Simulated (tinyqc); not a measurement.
Grain growth, pinning, strength and diffusional creep of a polycrystal or thin film. Changing the service temperature T_c. Computed by tinyqc, a small Python program. Command: `OMP_NUM_THREADS=1 python tinyqc.py 3000546 3000547 out.jsonl grain sweep`. One thread of a shared host (Intel(R) Xeon(R) Processor @ 2.30GHz), about 0.01 s of CPU time with the checks.

One mean grain size d describes the structure.

Inputs (values chosen for the exercise, modelled on aluminium):
```
quantity                                    value        unit
atomic volume Omega                         16.59  angstrom^3
boundary energy gamma                         0.3       J/m^2
mobility prefactor M0                     2.3e-06   m^4/(J s)
activation energy of boundary motion Q_m     1.13          eV
anneal temperature T                          673           K
anneal time t                                 110           s
initial grain size d0                          65          nm
particle volume fraction f                 0.0006           -
particle radius r                              19          nm
lattice diffusion energy Q_l                 1.45          eV
boundary diffusion energy Q_b               0.812          eV
lattice prefactor D0                      0.00014       m^2/s
boundary prefactor delta D0b              2.6e-14       m^3/s
applied stress sigma                           16         MPa
```

Sample: bulk.

Constants: k_B = 8.617333262e-05 eV/K; k_B = 1.380649e-23 J/K.

Method:
- M = M0 exp(-Q_m/(k_B T)). The driving pressure is 2 gamma/d. Zener pinning pressure 3 f gamma/(2 r) stops growth at d_Z = 4 r/(3 f). The limit is d_lim = d_Z.
- dd/dt = 2 M gamma (1/d - 1/d_lim) integrates to 2 M gamma t = d_lim (d0 - d) + d_lim^2 ln[(d_lim - d0)/(d_lim - d)]; without pinning d^2 = d0^2 + 4 M gamma t.
- Nabarro-Herring rate = 14 sigma Omega D_l/(k_B T d^2), D_l = D0 exp(-Q_l/(k_B T)); Coble rate = 14 pi sigma Omega delta D_b/(k_B T d^3), delta D_b = delta D0b exp(-Q_b/(k_B T)); they are equal at d_x = pi delta D_b/D_l.

One run for each value; columns: (1) service temperature T_c (K); (2) Nabarro-Herring rate (1/s); (3) Coble rate (1/s); (4) time to 1 % strain (s); (5) crossover size d_x (micrometre):
```
(1)         (2)         (3)         (4)         (5)
212  5.8164e-27  4.8983e-15  2.0415e+12  8.5679e+11
246  2.9122e-22  1.9651e-12  5.0889e+09  6.8650e+09
279  8.3786e-19  1.6082e-10  6.2182e+07  1.9528e+08
313  5.2289e-16  5.6195e-09  1.7795e+06  1.0934e+07
347  9.1464e-14  9.6823e-08  1.0328e+05  1.0770e+06
380  5.6319e-12  9.3473e-07  1.0698e+04  1.6886e+05
414  1.9623e-10  6.5750e-06  1.5209e+03  3.4089e+04
481  4.8568e-08  1.3478e-04  7.4166e+01  2.8234e+03
```

Give the missing row, service temperature T_c (K) = 447.

Computed row; columns: (1) service temperature T_c (K); (2) Nabarro-Herring rate (1/s); (3) Coble rate (1/s); (4) time to 1 % strain (s); (5) crossover size d_x (micrometre):
```
(1)         (2)         (3)         (4)         (5)
447  3.6525e-09  3.2684e-05  3.0592e+02  9.1041e+03
```

Interpolating between the two neighbouring rows (linearly) misses most in Nabarro-Herring rate (1/s), by a factor of 6.6. Over the rows, Nabarro-Herring rate (1/s) rises from 5.82e-27 to 4.86e-8 (exponent d ln y / d ln x 73 between the first rows and 35 between the last); Coble rate (1/s) rises from 4.90e-15 to 1.35e-4 (exponent d ln y / d ln x 40 between the first rows and 19 between the last); time to 1 % strain (s) falls from 2.04e12 to 74.2 (exponent d ln y / d ln x -40 between the first rows and -19 between the last). The apparent activation energy of the total rate times T is 0.812 eV between the first rows and 0.812 eV between the last, against Q_b = 0.812 and Q_l = 1.45 eV.

Caution (rows 212, 246): the time to 1 % strain exceeds a century, so diffusional creep is negligible in practice.

Extremes, crossings and ranges named in words are read from the listed rows.
